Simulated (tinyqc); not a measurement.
Size effects in the resistivity of thin metal films and interconnect lines: one step, computed by the program tinyqc. Command: `OMP_NUM_THREADS=1 python tinyqc.py 3017313 3017314 out.jsonl size walk`. One thread of a shared host (Intel(R) Xeon(R) Processor @ 2.30GHz), about 0.01 s of CPU time with the checks.

Electrons lose their drift at surfaces (a share 1 - p of the hits) and at grain boundaries (reflection R), besides bulk scattering. The line sits in a trench with a non-conducting liner on both walls and the bottom; the spacing equals the drawn width.

Task: Resistance and delay. Total: rho = rho_b [1 + surface excess + grain excess]; resistance per length rho/(w_m h_m); capacitance per length C = 2 k eps_0 (aspect ratio + 1/2), a parallel-plate estimate for two neighbours plus a fixed term for the planes above and below; delay 0.38 R C L^2; effective resistivity per drawn area.

Inputs (values chosen for the exercise, modelled on silver):

| quantity | value | unit |
|---|---|---|
| bulk resistivity rho_b | 1.56 | microohm cm |
| aspect ratio (height over width) | 2.6 | - |
| line length | 2.5 | micrometre |
| permittivity of the dielectric k | 3.5 | - |

Geometry: line.

rho/rho_b from surfaces = 2.600011

rho/rho_b from grains = 1.805516

metal width w_m = 20.6 nm

metal height h_m = 56.5 nm

share of the trench filled by metal = 92.49046 %

Constants: eps_0 = 8.8541878128e-12 F/m.

Give: resistivity rho; resistance per length; capacitance per length; RC delay; effective resistivity per drawn area.

Result:

resistivity rho = 5.313 microohm cm

resistance per length = 45.65 ohm/micrometre

capacitance per length = 0.1921 fF/micrometre

RC delay = 0.02083 ps

effective resistivity per drawn area = 5.744 microohm cm

Of the factor 3.68 over bulk, scattering gives 3.41 and the liner 1.08; within scattering, surfaces outweigh grain boundaries (0.81 against 1.60, grains first).
